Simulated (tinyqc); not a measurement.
Closing the gap: two-band tight binding of a puckered layer.

With X = kx ax/2 and Y = ky ay/2: h = t2 + 2 cos(Y) (t1 exp(iX) + t3 exp(-iX)) + t5 exp(2iX), d = 4 t4 cos(X) cos(Y), H = [[d, h], [h*, d]], E = d -/+ |h|.

Constants: hbar^2/2m0 = 3.80998211 eV angstrom^2.

Parameters, chosen for this exercise (near a published set for monolayer black phosphorus; shifted at random, so the results belong to these values and not to a real crystal): ax = 4.5 angstrom (period along x (armchair)); ay = 3.32 angstrom (period along y (zigzag)); t1 = -1.204 eV (along the zigzag); t3 = -0.208 eV (second in the sheet); t4 = -0.105 eV (same sublattice); t5 = -0.052 eV (far across).

t2 is lowered; h0 = t2 + 2 t1 + 2 t3 + t5, c = hbar^2/2m0. For h0 > 0 the gap is 2 h0 at Gamma. For h0 < 0 the bands touch at kx = 0, cos(Y) = -(t2 + t5)/(2 (t1 + t3)).

Against t2:
```
t2 (eV)  h0 (eV)  gap (eV)  electron mass along x (m0)  ky of the nodes (1/angstrom)
3.8        0.924     1.848                      0.1834                             -
3.6        0.724     1.448                      0.1581                             -
3.4        0.524     1.048                      0.1272                             -
3.2        0.324     0.648                      0.0885                             -
3.0        0.124     0.248                      0.0387                             -
2.8       -0.076     0.000                           -                        0.1401
2.6       -0.276     0.000                           -                        0.2686
2.4       -0.476     0.000                           -                        0.3549
```

The gap closes at t2 = 2.876 eV. On the way the mass along x falls with the gap and tends to 2 c h0/chi^2 as it closes, while that along y stays. Beyond it two Dirac nodes move apart along the zigzag direction, to ky = +/-0.355 1/angstrom in the last row. The mass formula is c/(ex + gx + chi^2/(2 h0)) with chi = ax (t1 - t3 + t5), gx = -ax^2 ((t1 + t3)/4 + t5/2), ex = -t4 ax^2/2.

(tinyqc, `OMP_NUM_THREADS=1 python tinyqc.py 1450327 1450328 out.jsonl`, Intel(R) Xeon(R) Processor @ 2.30GHz, 1 thread, shared host, about 0.01 s.)
